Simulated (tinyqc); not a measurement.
# Off-state leakage of single and stacked transistors: two studies

n-channel devices of unit width. Subthreshold current I(Vg, Vs, Vd) = I0 (T/300 K)^0.5 exp[(Vg - Vs - VT(T) - gb (Vs - Vb) + dd (Vd - Vs))/(nf Vt)] (1 - exp(-(Vd - Vs)/Vt)), VT(T) = VT - cT (T - 300 K). Gate-edge tunnelling Ig (Vd/1 V) exp(ag (Vd - 1 V)), for a gate at 0 V, and band-to-band leakage Ab u exp(-Bb/u), u = Vd - Vb + 1 V, flow at a drain held at V; both are taken as independent of T. In a stack of off transistors (all gates at 0 V) the same subthreshold current passes through each.

Values chosen for this exercise; values of the order met in bulk silicon logic transistors: temperature T = 358 K; supply voltage V = 1.2 V; threshold at 300 K, zero drain and body bias VT = 0.27 V; fall of the threshold with temperature cT = 0.6 mV/K; current at threshold at 300 K I0 = 0.13 uA/um; slope factor nf = 1.21; drain-induced lowering per volt dd = 0.06; rise of the threshold per volt of source-body bias gb = 0.25; gate-edge tunnelling current at 1 V Ig = 0.0003 uA/um; exponential slope of the gate current ag = 3.1 1/V; prefactor of band-to-band leakage at the drain Ab = 30 uA/(um V); its exponential voltage Bb = 28 V; body voltage Vb = 0 V.

Constants: q = 1.602176634e-19 C, kB = 1.380649e-23 J/K, Vt = kB T/q. Results are converted to the units shown.

Each table varies one quantity; the others keep the values above.

## Subthreshold current against the height of the stack

All n gates at 0 V, bottom source at 0 V, top drain at V; node voltages follow from equal currents.

Results:
columns A: n; B: I (nA/um); C: reduction factor; D: drain voltage of the bottom device (mV); E: source voltage of the top device (mV); F: voltage across the top device (V)
```
A        B      C      D      E      F
1    1.793  1.000   1200      0  1.200
2   0.2409  7.443  57.20  57.20  1.143
3   0.1253  14.31  19.36  75.83  1.124
5  0.06342  28.27  8.470  95.23  1.105
6  0.05080  35.30  6.611  101.6  1.098
```

Estimate the missing row, n = 4.

Computed row:
columns A: n; B: I (nA/um); C: reduction factor; D: drain voltage of the bottom device (mV); E: source voltage of the top device (mV); F: voltage across the top device (V)
```
A        B      C      D      E      F
4  0.08429  21.27  11.78  87.12  1.113
```

With this row back in the table: The second transistor cuts the current by a factor of 7.44, the third by a further 1.92 and the sixth by 1.25. The top device keeps 91.5 % of the supply at n = 6, while the drain voltage of the bottom one falls to 0.214 Vt.

## Leakage components against the threshold

Same model as above.

One transistor with Vg = Vs = 0, Vd = V; stack factor I(one)/I(two in series).

The same in every row: gate edge (nA/um) = 0.6692; band-to-band (nA/um) = 0.1960; stack factor = 7.443.

Results:
```
VT (V)  subthreshold (nA/um)  total (nA/um)  largest part
0.15                   44.64          45.50  subthreshold
0.2                    11.70          12.56  subthreshold
0.3                   0.8027          1.668  subthreshold
0.35                  0.2103          1.075     gate edge
0.4                  0.05510         0.9203     gate edge
0.45                 0.01443         0.8796     gate edge
0.5                 0.003782         0.8690     gate edge
0.55                9.908e-4         0.8662     gate edge
0.6                 2.596e-4         0.8654     gate edge
```

Estimate the missing row, VT = 0.25 V.

Computed row:
```
VT (V)  subthreshold (nA/um)  total (nA/um)  largest part
0.25                   3.064          3.929  subthreshold
```

With this row back in the table: As VT goes from 0.15 to 0.6, the total leakage falls from 45.5 to 0.865 nA/um. The subthreshold part leads at VT = 0.15, the gate edge part from 0.35 on. The reduction by a stack of two stays at 7.44, for the subthreshold part alone. For VT = 0.15, 0.2 the gate is within about 3 nf Vt of threshold, where the exponential law overstates the current.

Numbers from tinyqc (`OMP_NUM_THREADS=1 python tinyqc.py 2242249 2242250 out.jsonl`; about 0.04 s on one thread of a shared Intel Xeon 2.30GHz).
